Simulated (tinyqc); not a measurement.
Worked calculation: Hueckel theory of the pi electrons with the omega technique, for the molecule C=CC1=CC=CC=CC1=C (SMILES; centres numbered as the heavy atoms are written). Computed by tinyqc, a small Python program that keeps every step. Settings: charge = 0, omega = 1.0, damping = 0.3. Command: `OMP_NUM_THREADS=1 python tinyqc.py 25869 25870 out.jsonl` (the two numbers bound the seeds that draw the settings). One thread of a shared host (Intel(R) Xeon(R) Processor @ 2.60GHz), about 0.01 s of CPU time with the checks.

## The Hueckel matrix

Centres:
```
centre  z_r, pi electrons of the neutral centre         h
1C                                            1  0.000000
2C                                            1  0.000000
3C                                            1  0.000000
4C                                            1  0.000000
5C                                            1  0.000000
6C                                            1  0.000000
7C                                            1  0.000000
8C                                            1  0.000000
9C                                            1  0.000000
10C                                           1  0.000000
```

Bonds:
```
i   j  k
1   2  1
2   3  1
3   4  1
4   5  1
5   6  1
6   7  1
7   8  1
8   9  1
9  10  1
9   3  1
```

H_rr = alpha + h_r beta, H_rs = k_rs beta for bonded centres.

Hueckel matrix in units of beta (H = alpha + beta A), order 1C, 2C, 3C, 4C, 5C, 6C, 7C, 8C, 9C, 10C:
```
[[0.000000, 1.000000, 0.000000, 0.000000, 0.000000, 0.000000, 0.000000, 0.000000, 0.000000, 0.000000],
 [1.000000, 0.000000, 1.000000, 0.000000, 0.000000, 0.000000, 0.000000, 0.000000, 0.000000, 0.000000],
 [0.000000, 1.000000, 0.000000, 1.000000, 0.000000, 0.000000, 0.000000, 0.000000, 1.000000, 0.000000],
 [0.000000, 0.000000, 1.000000, 0.000000, 1.000000, 0.000000, 0.000000, 0.000000, 0.000000, 0.000000],
 [0.000000, 0.000000, 0.000000, 1.000000, 0.000000, 1.000000, 0.000000, 0.000000, 0.000000, 0.000000],
 [0.000000, 0.000000, 0.000000, 0.000000, 1.000000, 0.000000, 1.000000, 0.000000, 0.000000, 0.000000],
 [0.000000, 0.000000, 0.000000, 0.000000, 0.000000, 1.000000, 0.000000, 1.000000, 0.000000, 0.000000],
 [0.000000, 0.000000, 0.000000, 0.000000, 0.000000, 0.000000, 1.000000, 0.000000, 1.000000, 0.000000],
 [0.000000, 0.000000, 1.000000, 0.000000, 0.000000, 0.000000, 0.000000, 1.000000, 0.000000, 1.000000],
 [0.000000, 0.000000, 0.000000, 0.000000, 0.000000, 0.000000, 0.000000, 0.000000, 1.000000, 0.000000]]
```

## Orbitals, round 1

pi electrons, sum of z_r less the charge = 10

Diagonalise; E = alpha + x beta with beta < 0, so the largest x are filled first; degenerate levels share their electrons. P = sum n_i c_ri c_si; each orbital has its largest coefficient positive (the first on a tie).

x values: [2.207702, 1.548053, 1.391796, 0.894949, 0.194910, -0.346314, -0.769380, -1.159693, -1.826133, -2.135891]

occupations: [2.000000, 2.000000, 2.000000, 2.000000, 2.000000, 0.000000, 0.000000, 0.000000, 0.000000, 0.000000]

coefficients, order 1C, 2C, 3C, 4C, 5C, 6C, 7C, 8C, 9C, 10C:
```
[[0.126765, -0.245303, 0.150357, 0.538836, 0.311032, 0.469608, 0.089927, -0.508662, -0.054151, 0.154200],
 [0.279860, -0.379742, 0.209267, 0.482230, 0.060623, -0.162632, -0.069188, 0.589892, 0.098887, -0.329354],
 [0.491082, -0.342558, 0.140899, -0.107264, -0.299216, -0.413287, -0.036695, -0.175432, -0.126430, 0.549264],
 [0.339502, -0.007686, 0.420328, -0.356787, -0.247198, 0.288253, 0.463257, -0.103115, 0.317302, -0.332552],
 [0.258437, 0.330659, 0.444112, -0.212042, 0.251035, 0.313460, -0.319725, 0.295013, -0.453006, 0.161030],
 [0.231050, 0.519564, 0.197785, 0.167020, 0.296127, -0.396809, -0.217267, -0.239010, 0.509947, -0.011390],
 [0.251653, 0.473654, -0.168835, 0.361516, -0.193317, -0.176040, 0.486886, -0.017835, -0.478225, -0.136701],
 [0.324525, 0.213677, -0.432769, 0.156519, -0.333806, 0.457774, -0.157333, 0.259693, 0.363356, 0.303369],
 [0.464802, -0.142870, -0.433491, -0.221440, 0.128255, 0.017506, -0.365837, -0.283330, -0.185311, -0.511263],
 [0.210536, -0.092290, -0.311462, -0.247433, 0.658020, -0.050550, 0.475496, 0.244314, 0.101477, 0.239367]]
```

charge and bond-order matrix P, order 1C, 2C, 3C, 4C, 5C, 6C, 7C, 8C, 9C, 10C:
```
[[0.971869, 0.877583, 0.033209, -0.322028, -0.035503, 0.227356, 0.049994, -0.191667, -0.101279, 0.147674],
 [0.877583, 1.005078, 0.454276, -0.002294, -0.094672, 0.014491, 0.035689, -0.051286, -0.010784, -0.101279],
 [0.033209, 0.454276, 0.958791, 0.681632, 0.047700, -0.286339, -0.086789, 0.216572, 0.402990, -0.158458],
 [-0.322028, -0.002294, 0.681632, 0.960799, 0.570939, 0.049582, -0.140733, -0.093396, 0.047986, -0.266220],
 [-0.035503, -0.094672, 0.047700, 0.570939, 0.962682, 0.716545, 0.042974, -0.309319, -0.080974, 0.206444],
 [0.227356, 0.014491, -0.286339, 0.049582, 0.716545, 0.956074, 0.547958, 0.055396, -0.103162, 0.185245],
 [0.049994, 0.035689, -0.086789, -0.140733, 0.042974, 0.547958, 0.968496, 0.754116, 0.035277, -0.309606],
 [-0.191667, -0.051286, 0.216572, -0.093396, -0.309319, 0.055396, 0.754116, 0.948377, 0.460884, -0.149968],
 [-0.101279, -0.010784, 0.402990, 0.047986, -0.080974, -0.103162, 0.035277, 0.460884, 0.979704, 0.770489],
 [0.147674, -0.101279, -0.158458, -0.266220, 0.206444, 0.185245, -0.309606, -0.149968, 0.770489, 1.288130]]
```

## Omega technique, round 1

h_r = h_r(0) + omega q_r, omega = 1, with q_r = z_r - P_rr; 0.3 of the old diagonal is kept.

matrix after round 1, order 1C, 2C, 3C, 4C, 5C, 6C, 7C, 8C, 9C, 10C:
```
[[0.019691, 1.000000, 0.000000, 0.000000, 0.000000, 0.000000, 0.000000, 0.000000, 0.000000, 0.000000],
 [1.000000, -0.003555, 1.000000, 0.000000, 0.000000, 0.000000, 0.000000, 0.000000, 0.000000, 0.000000],
 [0.000000, 1.000000, 0.028846, 1.000000, 0.000000, 0.000000, 0.000000, 0.000000, 1.000000, 0.000000],
 [0.000000, 0.000000, 1.000000, 0.027441, 1.000000, 0.000000, 0.000000, 0.000000, 0.000000, 0.000000],
 [0.000000, 0.000000, 0.000000, 1.000000, 0.026123, 1.000000, 0.000000, 0.000000, 0.000000, 0.000000],
 [0.000000, 0.000000, 0.000000, 0.000000, 1.000000, 0.030748, 1.000000, 0.000000, 0.000000, 0.000000],
 [0.000000, 0.000000, 0.000000, 0.000000, 0.000000, 1.000000, 0.022053, 1.000000, 0.000000, 0.000000],
 [0.000000, 0.000000, 0.000000, 0.000000, 0.000000, 0.000000, 1.000000, 0.036136, 1.000000, 0.000000],
 [0.000000, 0.000000, 1.000000, 0.000000, 0.000000, 0.000000, 0.000000, 1.000000, 0.014207, 1.000000],
 [0.000000, 0.000000, 0.000000, 0.000000, 0.000000, 0.000000, 0.000000, 0.000000, 1.000000, -0.201691]]
```

## Orbitals, round 2

As before.

x values: [2.221714, 1.568690, 1.397270, 0.898983, 0.126370, -0.319610, -0.800119, -1.162500, -1.801625, -2.129174]

occupations: [2.000000, 2.000000, 2.000000, 2.000000, 2.000000, 0.000000, 0.000000, 0.000000, 0.000000, 0.000000]

coefficients, order 1C, 2C, 3C, 4C, 5C, 6C, 7C, 8C, 9C, 10C:
```
[[0.126334, -0.248109, 0.128635, 0.558389, 0.294792, 0.463096, 0.136247, -0.497504, -0.061565, 0.151365],
 [0.278190, -0.384320, 0.177205, 0.490987, 0.031448, -0.157130, -0.111697, 0.588145, 0.112128, -0.325264],
 [0.492714, -0.356137, 0.119598, -0.115255, -0.290707, -0.413435, -0.047273, -0.184123, -0.140050, 0.540022],
 [0.345921, -0.025348, 0.424198, -0.348014, -0.267250, 0.295370, 0.453099, -0.077600, 0.325237, -0.320737],
 [0.266332, 0.317070, 0.461480, -0.188054, 0.264268, 0.310926, -0.327694, 0.276463, -0.454830, 0.151685],
 [0.238836, 0.514449, 0.208560, 0.183870, 0.293742, -0.402868, -0.182345, -0.251010, 0.506077, -0.006189],
 [0.256948, 0.474123, -0.176479, 0.347695, -0.236179, -0.169778, 0.479198, 0.023054, -0.472492, -0.138317],
 [0.326364, 0.218848, -0.451256, 0.121035, -0.318380, 0.460875, -0.211638, 0.223701, 0.355595, 0.303741],
 [0.456345, -0.138728, -0.437742, -0.243261, 0.207451, 0.005823, -0.302214, -0.291190, -0.181008, -0.519376],
 [0.188307, -0.078360, -0.273766, -0.221011, 0.632354, -0.049384, 0.505013, 0.303068, 0.113135, 0.269458]]
```

charge and bond-order matrix P, order 1C, 2C, 3C, 4C, 5C, 6C, 7C, 8C, 9C, 10C:
```
[[0.985533, 0.873451, 0.031873, -0.337106, -0.025523, 0.237251, 0.033303, -0.194772, -0.077834, 0.142037],
 [0.873451, 0.997101, 0.458802, 0.003737, -0.100020, 0.010403, 0.042558, -0.047735, -0.020435, -0.109279],
 [0.031873, 0.458802, 0.963396, 0.696005, 0.036695, -0.294356, -0.069544, 0.215000, 0.379260, -0.140820],
 [-0.337106, 0.003737, 0.696005, 0.985568, 0.549343, 0.031114, -0.111760, -0.082216, 0.009808, -0.282174],
 [-0.025523, -0.100020, 0.036695, 0.549343, 0.979263, 0.732043, 0.019045, -0.317666, -0.047775, 0.215283],
 [0.237251, 0.010403, -0.294356, 0.031114, 0.732043, 0.970580, 0.526058, 0.050305, -0.074927, 0.185355],
 [0.033303, 0.042558, -0.069544, -0.111760, 0.019045, 0.526058, 0.997266, 0.769069, -0.009682, -0.333294],
 [-0.194772, -0.047735, 0.215000, -0.082216, -0.317666, 0.050305, 0.769069, 0.948110, 0.441234, -0.120464],
 [-0.077834, -0.020435, 0.379260, 0.009808, -0.047775, -0.074927, -0.009682, 0.441234, 1.042651, 0.803177],
 [0.142037, -0.109279, -0.140820, -0.282174, 0.215283, 0.185355, -0.333294, -0.120464, 0.803177, 1.130532]]
```

## Omega technique, round 2

As before.

matrix after round 2, order 1C, 2C, 3C, 4C, 5C, 6C, 7C, 8C, 9C, 10C:
```
[[0.016034, 1.000000, 0.000000, 0.000000, 0.000000, 0.000000, 0.000000, 0.000000, 0.000000, 0.000000],
 [1.000000, 0.000963, 1.000000, 0.000000, 0.000000, 0.000000, 0.000000, 0.000000, 0.000000, 0.000000],
 [0.000000, 1.000000, 0.034276, 1.000000, 0.000000, 0.000000, 0.000000, 0.000000, 1.000000, 0.000000],
 [0.000000, 0.000000, 1.000000, 0.018335, 1.000000, 0.000000, 0.000000, 0.000000, 0.000000, 0.000000],
 [0.000000, 0.000000, 0.000000, 1.000000, 0.022353, 1.000000, 0.000000, 0.000000, 0.000000, 0.000000],
 [0.000000, 0.000000, 0.000000, 0.000000, 1.000000, 0.029819, 1.000000, 0.000000, 0.000000, 0.000000],
 [0.000000, 0.000000, 0.000000, 0.000000, 0.000000, 1.000000, 0.008530, 1.000000, 0.000000, 0.000000],
 [0.000000, 0.000000, 0.000000, 0.000000, 0.000000, 0.000000, 1.000000, 0.047164, 1.000000, 0.000000],
 [0.000000, 0.000000, 1.000000, 0.000000, 0.000000, 0.000000, 0.000000, 1.000000, -0.025594, 1.000000],
 [0.000000, 0.000000, 0.000000, 0.000000, 0.000000, 0.000000, 0.000000, 0.000000, 1.000000, -0.151879]]
```

## Convergence

Each round sets h_r = h_r(0) + omega (z_r - P_rr), keeping the share named as damping of the old diagonal; repeat until output and input diagonals agree to 1e-6.

Rounds:
```
round    sum n x  largest |h(out) - h(in)|
1      12.474823                  2.88e-01
2      12.426056                  7.12e-02
3      12.432616                  3.17e-02
4      12.428825                  1.20e-02
5      12.430098                  5.15e-03
6      12.429534                  2.18e-03
7      12.429764                  9.68e-04
8      12.429663                  5.36e-04
9      12.429708                  3.20e-04
10     12.429687                  2.02e-04
11     12.429697                  1.26e-04
12     12.429692                  7.82e-05
13     12.429694                  4.82e-05
14     12.429693                  2.96e-05
15     12.429694                  1.81e-05
16     12.429693                  1.11e-05
17     12.429694                  6.75e-06
18     12.429693                  4.12e-06
19     12.429694                  2.51e-06
20     12.429693                  1.53e-06
21     12.429693                  9.34e-07
```

Converged in 21 rounds.

## Energy, charges, bond orders

final x values: [2.216965, 1.567953, 1.393456, 0.897787, 0.138686, -0.318255, -0.797714, -1.160787, -1.803889, -2.134201]

occupations: [2.000000, 2.000000, 2.000000, 2.000000, 2.000000, 0.000000, 0.000000, 0.000000, 0.000000, 0.000000]

final P, order 1C, 2C, 3C, 4C, 5C, 6C, 7C, 8C, 9C, 10C:
```
[[0.981956, 0.874108, 0.031624, -0.334791, -0.028697, 0.235904, 0.037695, -0.194526, -0.081715, 0.141814],
 [0.874108, 0.998831, 0.458109, 0.001655, -0.099091, 0.011934, 0.041236, -0.048896, -0.017985, -0.108126],
 [0.031624, 0.458109, 0.965943, 0.693843, 0.039909, -0.293410, -0.074118, 0.215725, 0.383180, -0.141487],
 [-0.334791, 0.001655, 0.693843, 0.978156, 0.552885, 0.034771, -0.116833, -0.084231, 0.017567, -0.279415],
 [-0.028697, -0.099091, 0.039909, 0.552885, 0.974847, 0.729761, 0.025545, -0.316783, -0.053716, 0.212154],
 [0.235904, 0.011934, -0.293410, 0.034771, 0.729761, 0.969514, 0.529533, 0.050371, -0.079866, 0.184679],
 [0.037695, 0.041236, -0.074118, -0.116833, 0.025545, 0.529533, 0.985745, 0.767086, -0.000619, -0.328714],
 [-0.194526, -0.048896, 0.215725, -0.084231, -0.316783, 0.050371, 0.767086, 0.956890, 0.444142, -0.125322],
 [-0.081715, -0.017985, 0.383180, 0.017567, -0.053716, -0.079866, -0.000619, 0.444142, 1.019918, 0.799338],
 [0.141814, -0.108126, -0.141487, -0.279415, 0.212154, 0.184679, -0.328714, -0.125322, 0.799338, 1.168200]]
```

E = sum n x; q_r = z_r - P_rr; bond order p = P_rs; free valence = sqrt(3) - sum of p over the bonds of the atom.

pi energy = 10 alpha + this times beta = 12.429693

pi charges: [0.018044, 0.001169, 0.034057, 0.021844, 0.025153, 0.030486, 0.014255, 0.043110, -0.019918, -0.168200]

Bond orders and lengths from R = 1.517 - 0.180 p (angstrom, C-C alone):
```
bond         p         R
1-2   0.874108  1.359661
2-3   0.458109  1.434540
3-4   0.693843  1.392108
4-5   0.552885  1.417481
5-6   0.729761  1.385643
6-7   0.529533  1.421684
7-8   0.767086  1.378924
8-9   0.444142  1.437054
9-10  0.799338  1.373119
9-3   0.383180  1.448028
```

free valence of the carbons: [0.857943, 0.399834, 0.196919, 0.485323, 0.449405, 0.472756, 0.435432, 0.520823, 0.105391, 0.932713]

gap between the highest filled and the next level = 0.456941 |beta|
